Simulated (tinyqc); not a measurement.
Propagation of a band-gap error through k.p and effective-mass formulas: sweeps and comparisons. A value that a table varies takes the place of the one given here.

Chain, for a gap E (the reference Eg or another value), with Ep and Dso kept: 1/me = 1 + Ep (E + 2 Dso/3)/(E (E + Dso)); g* = 2 - 2 Ep Dso/(3 E (E + Dso)); g1(E) = g1 + (Ep/3)(1/E - 1/Eg), g2(E) = g2 + (Ep/6)(1/E - 1/Eg), light hole 1/(g1 + 2 g2), heavy hole 1/(g1 - 2 g2) along [100]; optical constant ei(E) = 1 + (ei - 1)(EP/(EP + E - Eg))^2, static e0(E) = ei(E) + e0 - ei.

Donor: R = Ry me/e0^2, a_B = a0 e0/me, Mott density (0.26/a_B)^3. Nc, Nv = 2 (m kT/(4 pi c))^(3/2), c = hbar^2/2m0, ni = sqrt(Nc Nv) exp(-E/2kT). Exciton: Ry mu/e0^2 with 1/mu = 1/me + g1(E). 1 angstrom^-3 = 1e24 cm^-3.

Constants: Ry = 13.60569312 eV; a0 (Bohr radius) = 0.5291772105 angstrom; kB = 8.617333262e-05 eV/K; hbar^2/2m0 = 3.80998211 eV angstrom^2.

Parameters, chosen for this exercise (reference values near those of GaSb, gap at low temperature; not measured data): Eg = 0.809 eV (gap at Gamma to the s-like level); Dso = 0.748 eV (spin-orbit splitting); Ep = 27.1 eV (Kane energy); g1 = 13.43 (Luttinger gamma1); g2 = 4.69 (gamma2); e0 = 15.66 (static dielectric constant); ei = 14.31 (optical dielectric constant); EP = 4.17 eV (mean (Penn) gap); mh = 0.5 m0 (density-of-states mass of the holes); T = 300 K (temperature); Eg2 = 1.375 eV (a wrong gap, of the size a hybrid with far too much exact exchange can give).

## The size of the error

E = f Eg; ratios against f = 1.

Results:
```
f     E (eV)  me ratio  light-hole ratio  e0 ratio  donor ratio  Mott ratio       g*  log10 ni ratio
0.25   0.202     0.292             0.254     1.314        0.169      0.0110  -68.316            4.70
0.40   0.324     0.446             0.405     1.239        0.291      0.0468  -36.971            3.81
0.60   0.485     0.640             0.605     1.149        0.485       0.173  -20.572            2.57
0.80   0.647     0.823             0.803     1.070        0.719       0.455  -12.966            1.30
1.00   0.809     1.000             1.000     1.000        1.000        1.00   -8.729            0.00
1.20   0.971     1.172             1.195     0.938        1.333        1.95   -6.099           -1.31
1.50   1.214     1.422             1.484     0.856        1.939        4.58   -3.677           -3.28
2.00   1.618     1.823             1.959     0.746        3.273        14.6   -1.530           -6.60
```

What does this show?

Between f = 0.8 and 1.2 the mean powers d ln(ratio)/d ln f are 0.87 for me, 0.98 for the light hole, -0.33 for e0, 1.52 for the donor energy and 3.59 for the Mott density; ni moves by -0.80 decades per 0.1 eV, against -0.1 eV/(2 kT ln 10) = -0.84 from the exponential alone, the rest coming from Nc through me^(3/4). Rows with E below about 8 kT bring ni near Nc, beyond Boltzmann statistics. g* keeps its sign, from -68.32 to -1.53.

## What each input does

All at E = Eg2. Each row changes one parameter from the base and keeps the others.

Results:
```
case            me (m0)  light hole (m0)     e0  donor (meV)  exciton (meV)  log10 ni
base             0.0544           0.0734  12.67        4.609          3.113     6.676
Eg2 = 1.485 eV   0.0581           0.0791  12.21        5.306          3.573     5.773
Dso = 0.688 eV   0.0540           0.0734  12.67        4.578          3.099     6.674
Ep = 24.932 eV   0.0588           0.0697  12.67        4.986          3.235     6.701
g1 = 14.504      0.0544           0.0681  12.67        4.609          2.995     6.676
EP = 4.504 eV    0.0544           0.0734  12.85        4.477          3.024     6.676
ei = 15.455      0.0544           0.0734  12.41        4.802          3.244     6.676
mh = 0.46 m0     0.0544           0.0734  12.67        4.609          3.113     6.649
T = 276 K        0.0544           0.0734  12.67        4.609          3.113     5.617
```

What does this show?

The largest shifts from the base row, up to three for each result and ties (the steps differ in size, so this ranks the rows, not the parameters). me (m0): Ep +0.0044, Eg2 +0.0037, Dso -0.0004; unchanged at the printed digits by g1, EP, ei, mh and T. light hole (m0): Eg2 +0.0057, g1 -0.0054, Ep -0.0038; unchanged at the printed digits by Dso, EP, ei, mh and T. e0: Eg2 -0.46, ei -0.26, EP +0.19; unchanged at the printed digits by Dso, Ep, g1, mh and T. donor (meV): Eg2 +0.698, Ep +0.377, ei +0.193; unchanged at the printed digits by g1, mh and T. exciton (meV): Eg2 +0.460, ei +0.130, Ep +0.122; unchanged at the printed digits by mh and T. log10 ni: T -1.059, Eg2 -0.902, mh -0.027; unchanged at the printed digits by g1, EP and ei.

(tinyqc, `OMP_NUM_THREADS=1 python tinyqc.py 1850955 1850956 out.jsonl`, Intel(R) Xeon(R) Processor @ 2.30GHz, 1 thread, shared host, about 0.01 s.)
